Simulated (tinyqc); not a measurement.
Electron mobility of a polar semiconductor by Rode's iterative solution of the Boltzmann equation: one step, computed by the program tinyqc.

The distribution is f(E) + e F l(E) (-df/dE) cos(theta) for a weak field F, theta counted from the force; l(E) is a mean free path. Elastic processes enter by their momentum rate, polar optical phonons by out- and in-scattering terms. One valley only: where upper valleys lie close, measured mobilities are lower. The density n is prescribed, even where a narrow-gap material would have more intrinsic carriers.

Task: Fermi level and screening. Kane band: hbar^2 k^2/(2 m) = E (1 + alpha E), speed v = hbar k/(m (1 + 2 alpha E)), states per spin, volume and energy g(E) = m k (1 + 2 alpha E)/(2 pi^2 hbar^2); overlap factors are set to 1. Masses are multiplied by m_0 and all formulas are in SI units. The reduced Fermi level eta = E_F/(k_B T) solves n = 2 Z int g f dE with f = 1/(1 + exp(x - eta)) (Z = 1 unless valleys are given); screening length L_s = sqrt(eps_s eps_0 k_B T/(e^2 dn/deta)), dn/deta = 2 Z int g f (1 - f) dE. Integrals over x = E/(k_B T) use 160 Gauss-Legendre points in u = sqrt(x) from 0 to sqrt(max(eta, 0) + 32). N_I = n (1 + C)/(1 - C).

Inputs (values chosen for the exercise, for a model polar semiconductor):

| quantity | value | unit |
|---|---|---|
| effective mass m | 0.034 | m_0 |
| non-parabolicity alpha | 1.2 | 1/eV |
| static permittivity eps_s | 7.69 | - |
| electron density n | 1.5e+17 | 1/cm^3 |
| compensation ratio C | 0 | - |
| temperature T | 100 | K |

Band: Kane. Elastic processes: acoustic, piezoelectric, impurity.

Constants: k_B = 8.617333262e-05 eV/K; m_0 = 9.1093837015e-31 kg; e = 1.602176634e-19 C; hbar = 1.054571817e-34 J s; eps_0 = 8.8541878128e-12 F/m; k_B = 1.380649e-23 J/K.

Give: reduced Fermi level eta; screening length L_s; ionised impurity density N_I.

Result:

reduced Fermi level eta = 3.0786

screening length L_s = 7.6551 nm

ionised impurity density N_I = 1.50e+17 1/cm^3

Caution: the gas is degenerate, and screening of the polar coupling, left out here, would raise the mobility.
